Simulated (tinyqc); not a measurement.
# Nanowire ballistic transistor, top-of-the-barrier model: effects of single changes

At the top of the source barrier, states moving towards the drain are filled by the source (Fermi level 0) and states moving back by the drain (Fermi level -q Vd); nothing scatters. U is the shift of the band edge there, set by the capacitances CG, CD and CS (the total) and by the charge. Parabolic one-dimensional subband; the source is grounded.

Parameters, values chosen for the exercise; mass and valleys close to those of a monolayer dichalcogenide: temperature T = 150 K; effective mass m = 0.517 m0; valley degeneracy gv = 2; relative permittivity of the gate insulator eox = 7.5; insulator thickness tox = 2.8 nm; wire diameter d = 2 nm; gate control CG/CS aG = 0.89; drain control CD/CS aD = 0.104; band edge at the barrier top above the source Fermi level at zero bias E0 = 0.19 eV.

Constants: q = 1.602176634e-19 C, kB = 1.380649e-23 J/K, hbar = 1.054571817e-34 J s, h = 6.62607015e-34 J s, m0 = 9.1093837015e-31 kg, Vt = kB T/q, eps0 = 8.8541878128e-14 F/cm where lengths are in cm. Results are converted to the units shown.

Each table varies one quantity; the others keep the values above.

## Effect of the effective mass

N0 = gv sqrt(2 m kB T/pi)/hbar, CG = 2 pi eps0 eox/ln(1 + 2 tox/d), CS = CG/aG, n0 = n at U = 0 and Vd = 0. eta1 = -(E0 + U)/Vt, eta2 = eta1 - Vd/Vt, n = (N0/2)[F_(-1/2)(eta1) + F_(-1/2)(eta2)], F_(-1/2)(x) = (1/sqrt(pi)) int_0^infinity u^(-1/2)/(1 + exp(u - x)) du. U = UL + q (n - n0)/CS with UL = -(aG Vg + aD Vd), energies in eV. I = gv (2 q^2/h) Vt [ln(1 + exp eta1) - ln(1 + exp eta2)]. CQ = (q/Vt) dn/d(eta1). E0 is held fixed.

In this table Vg = 0.5 V, Vd = 0.5 V.

Effect of the effective mass:
```
m (m0),eta1,n (cm^-1),I (uA),mean velocity I/(q n) (cm/s),CQ/CS
0.02,16.291,2.1133e6,32.632,9.6378e7,0.23040
0.032,14.770,2.5444e6,29.585,7.2574e7,0.30642
0.05,13.160,3.0005e6,26.360,5.4831e7,0.40645
0.08,11.331,3.5187e6,22.696,4.0259e7,0.55570
0.13,9.3742,4.0731e6,18.777,2.8774e7,0.78327
0.2,7.6677,4.5566e6,15.360,2.1039e7,1.0848
0.32,5.9445,5.0448e6,11.912,1.4738e7,1.5896
0.5,4.5316,5.4451e6,9.0983,1.0429e7,2.3407
0.8,3.3284,5.7859e6,6.7375,7.2680e6,3.5375
```

As m goes from 0.02 to 0.8 m0, n rises from 2.11e6 to 5.79e6 cm^-1, the mean velocity falls from 9.64e7 to 7.27e6 cm/s and the current falls from 32.6 to 6.74 uA. CQ/CS goes from 0.23 to 3.5. The loss of velocity outweighs the gain of charge over the whole range.

## Effect of the drain control CD/CS

Same model as above.

CQ = (q/Vt) dn/d(eta1). E0 is held fixed.

In this table Vg = 0.5 V, Vd = 0.5 V.

Result of one run:
```
aD,eta1,n (cm^-1),I (uA),mean velocity I/(q n) (cm/s),CQ/CS
0.071,4.069,5.215e6,8.184,9.795e6,2.539
```

What becomes of these results when the drain control CD/CS aD is changed from 0.071 to 0.042, all else the same?

Result of the changed run:
```
aD,eta1,n (cm^-1),I (uA),mean velocity I/(q n) (cm/s),CQ/CS
0.042,3.757,4.985e6,7.571,9.480e6,2.659
```

The whole series:
```
aD,eta1,n (cm^-1),I (uA),mean velocity I/(q n) (cm/s),CQ/CS
0,3.324,4.648e6,6.728,9.036e6,2.846
0.014,3.466,4.761e6,7.004,9.182e6,2.782
0.028,3.610,4.873e6,7.285,9.330e6,2.720
0.042,3.757,4.985e6,7.571,9.480e6,2.659
0.057,3.917,5.104e6,7.885,9.642e6,2.596
0.071,4.069,5.215e6,8.184,9.795e6,2.539
0.085,4.223,5.324e6,8.488,9.950e6,2.483
0.099,4.380,5.433e6,8.797,1.011e7,2.430
```

As aD goes from 0 to 0.099, n rises from 4.65e6 to 5.43e6 cm^-1, the mean velocity rises from 9.04e6 to 1.01e7 cm/s and the current rises from 6.73 to 8.80 uA. CQ/CS goes from 2.8 to 2.4.

## Output curve

Same model as above.

CQ = (q/Vt) dn/d(eta1).

In this table Vg = 0.5 V.

Output curve:
```
Vd (V),eta1,n (cm^-1),I (uA),mean velocity I/(q n) (cm/s),CQ/CS
0.01,1.540,5.176e6,1.174,1.416e6,7.331
0.025,2.060,5.063e6,2.848,3.511e6,6.749
0.05,2.827,4.902e6,5.172,6.585e6,5.008
0.1,3.504,4.824e6,7.049,9.119e6,2.884
0.15,3.643,4.899e6,7.347,9.361e6,2.709
0.2,3.753,4.982e6,7.563,9.475e6,2.661
0.3,3.975,5.147e6,8.000,9.701e6,2.574
0.4,4.203,5.310e6,8.448,9.930e6,2.490
0.6,4.675,5.632e6,9.382,1.040e7,2.336
0.8,5.168,5.949e6,10.36,1.087e7,2.198
```

What does the comparison show?

The current rises from 1.17 to 10.4 uA; n goes from 5.18e6 through a minimum of 4.82e6 (at Vd = 0.1 V among the rows listed) to 5.95e6 cm^-1 and eta1 rises from 1.54 to 5.17. The resistance in the first row is 8.52 kohm, against h/(2 q^2 gv) = 6.45 kohm for one open subband, though nothing scatters in the channel. The current passes 90 % of its last value at Vd = 0.6 V among the rows, where eta2 = -42; returning states are gone from Vd = 0.15 V on (eta2 < -7), and from there the drain control aD lifts eta1 from 3.64 to 5.17.

Program tinyqc, `OMP_NUM_THREADS=1 python tinyqc.py 2400128 2400129 out.jsonl`; Intel Xeon 2.30GHz, shared host, one thread, about 0.04 s.
